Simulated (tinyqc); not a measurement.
Fully depleted semiconductor-on-insulator film with two gates, non-linear Poisson equation by Newton steps: one step of the calculation.

One dimension across the film, front interface at x = 0, back interface at x = ts. psi is counted from the intrinsic level, n = ni exp(psi/Vt) (source grounded), holes neglected, acceptors ionised. Gates act through Cox = eps0 eox/tox and Cbox = 3.9 eps0/tb with potentials G1 = Vg - (phiM - chi - Vt ln(Nc/ni)) and G2 = Vb - (phiB - chi - Vt ln(Nc/ni)). Classical Boltzmann densities, no interface charge, no depletion in the back plane.

Problem. Density, residual and Jacobian diagonal. Nodes 0 to 7, h = ts/7, box widths w = h (h/2 at both ends), a = eps0 eps_r/h. F_i = a (psi_(i+1) - 2 psi_i + psi_(i-1)) - q w_i (n_i + Na); F_0 = a (psi_1 - psi_0) + Cox (G1 - psi_0) - q w_0 (n_0 + Na); F_7 = a (psi_6 - psi_7) + Cbox (G2 - psi_7) - q w_7 (n_7 + Na). Diagonal b_i = -2 a - q w_i n_i/Vt, with -a - Cox and -a - Cbox in place of -2 a at the ends.

Parameters, values chosen for the exercise; band and dielectric values close to those of germanium: temperature T = 350 K; relative permittivity of the gate insulator (close to silicon dioxide) eox = 3.9; insulator thickness tox = 0.94 nm; film thickness ts = 7.1 nm; buried-oxide thickness (eps_r 3.9) tb = 17 nm; acceptor density of the film Na = 4.3e17 cm^-3.

Constants: q = 1.602176634e-19 C, kB = 1.380649e-23 J/K, Vt = kB T/q, eps0 = 8.8541878128e-14 F/cm where lengths are in cm. Results are converted to the units shown.

| node | psi at the start (V) |
|---|---|
| 0 | 0.2 |
| 1 | 0.2 |
| 2 | 0.2 |
| 3 | 0.2 |
| 4 | 0.2 |
| 5 | 0.2 |
| 6 | 0.2 |
| 7 | 0.2 |

ni = 1.4941558e14 cm^-3
a = 13.792580 uF/cm^2
G1 = 0.22327034 V
G2 = -0.15672966 V

Find: n; residual F; diagonal b.

Solution.

| node | n (cm^-3) | residual F (1e-8 C/cm^2) | diagonal b (F/cm^2) |
|---|---|---|---|
| 0 | 1.1331e17 | 8.1070 | -1.7497e-5 |
| 1 | 1.1331e17 | -0.8829 | -2.7646e-5 |
| 2 | 1.1331e17 | -0.8829 | -2.7646e-5 |
| 3 | 1.1331e17 | -0.8829 | -2.7646e-5 |
| 4 | 1.1331e17 | -0.8829 | -2.7646e-5 |
| 5 | 1.1331e17 | -0.8829 | -2.7646e-5 |
| 6 | 1.1331e17 | -0.8829 | -2.7646e-5 |
| 7 | 1.1331e17 | -7.6875 | -1.4026e-5 |

Range of the model: In so thin a film or at such density quantum confinement moves the charge away from the interfaces and raises the threshold.

tinyqc, about 0.3 s, one thread, Intel Xeon 2.30GHz (shared host): `OMP_NUM_THREADS=1 python tinyqc.py 2190098 2190099 out.jsonl`
